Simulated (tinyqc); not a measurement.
Inside a calculation: two electrons on one impurity (helium-like model). Values are carried at full precision from step to step, so a last printed digit may differ when a step is redone from the rounded ones.

Units Ha* = 2 Ry m/eps^2 and a* = a0 eps/m. One electron is bound by Z^2/2. Two electrons in the singlet built from exp(-a r) and exp(-b r): S = 8 (ab)^(3/2)/(a + b)^3, h_aa = a^2/2 - Z a, h_bb alike, h_ab = S (ab/2 - Z (a + b)/2), J = ab (a^2 + 3ab + b^2)/(a + b)^3, K = 20 (ab)^3/(a + b)^5, E = (h_aa + h_bb + 2 S h_ab + J + K)/(1 + S^2). For a = b this is a^2 - 2 Z a + 5a/8. Real double donors are deeper, since the central cell is left out.

Constants: Ry = 13.60569312 eV; a0 (Bohr radius) = 0.5291772105 angstrom.

Inputs chosen for the exercise (near those of impurities in Ge; shifted at random, so the results belong to these values and not to a real crystal): m = 0.164 m0 (one mean mass); eps = 16.1 (dielectric constant); Z = 2 (effective charge (1: D- centre, 2: double donor; other values mimic a central cell)); ab = (2.11, 1.13) 1/a* (trial exponents a, b).

## Units and equal orbitals

Give Ha*, a*, the best common exponent Z - 5/16, E = -(Z - 5/16)^2, and the binding of the second electron -Z^2/2 - E.

Ha* = 17.216 meV
a* = 51.95 angstrom
exponent = 1.6875
E with equal orbitals = -2.84766 Ha*
binding of the second electron = 14.59 meV

The first electron is bound by 34.4 meV, 2.36 times as much as the second.

## Unequal orbitals

Evaluate the integrals and E.

S, h_aa, h_bb, h_ab, J, K: 0.86596  -1.99395  -1.62155  -1.77335  0.90304  0.75925

E = -2.87134 Ha*

This lies 0.0237 Ha* below the best equal-orbital value -(Z - 5/16)^2.

## The minimum over a and b

Give a, b, E, both binding energies and U, their difference.

a, b (1/a*): 2.183  1.189

E = -2.87566 Ha*

binding of the first and second electron (meV): 34.43  15.08

U = 19.36 meV

Letting one electron stay close and the other roam (decay lengths 24 and 44 angstrom) gains 0.48 meV. The exact value for Z = 2 is -2.90372, 0.48 meV lower.

## Checks

- Minimum for Z = 1 against the known -0.51330: both -0.51330.
- Minimum for Z = 2 against the known -2.87566: both -2.87566.

Run: tinyqc, `OMP_NUM_THREADS=1 python tinyqc.py 1280558 1280559 out.jsonl`; Intel(R) Xeon(R) Processor @ 2.30GHz, one thread, shared host; about 0.02 s of CPU time with all checks.
